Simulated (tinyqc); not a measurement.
MOS capacitor on a p-type substrate, surface potential from the exact charge relation: one step of the calculation.

Uniform p-type substrate, Boltzmann statistics, full ionisation, classical densities. psi is the surface potential against the body (positive when the bands bend down) and u = psi/Vt. Traps are spread evenly over the gap and neutral at flat band, so their charge is -q Dit psi; the minority quasi-Fermi level is shifted by Vb.

Task. Newton step for the surface potential. u = psi/Vt; F^2 = exp(-u) + u - 1 + r (exp(u) - u - 1); Qs = -sign(u) Q0 F; Cs = -dQs/dpsi = (Q0/Vt) |1 - exp(-u) + r (exp(u) - 1)|/(2 F). f = Vfb + psi + (q Dit psi - Qs)/Cox - Vg, f' = 1 + (Cs + q Dit)/Cox, psi(new) = psi - f/f'.

Values chosen for this exercise; band and dielectric values close to those of silicon:
```
symbol,value,unit,meaning
T,293,K,temperature
Dit,0,cm^-2 eV^-1,density of interface traps
Vg,-1.4,V,gate voltage against the body
```

Constants: q = 1.602176634e-19 C, kB = 1.380649e-23 J/K, Vt = kB T/q. Results are converted to the units shown.

psi after iteration 1 = -0.91947042 V
Cox = 0.41847688 uF/cm^2
Vfb = -0.43003201 V
Q0 = 35.305262 nC/cm^2
r = 2.5010704e-15

Wanted: u; F; Qs; Cs; f; f'; psi after iteration 2.

Result.

u = -36.42
F = 8.086e7
Qs = 2.855e9 nC/cm^2
Cs = 5.653e7 uF/cm^2
f = -6.822e6 V
f' = 1.351e8
psi after iteration 2 = -0.8690 V

This iterate lies far beyond the solution, so its charge is not a physical one.

Computed by the program tinyqc: `OMP_NUM_THREADS=1 python tinyqc.py 2060004 2060005 out.jsonl`, one thread of a shared Intel Xeon 2.30GHz, about 0.01 s for the whole run.
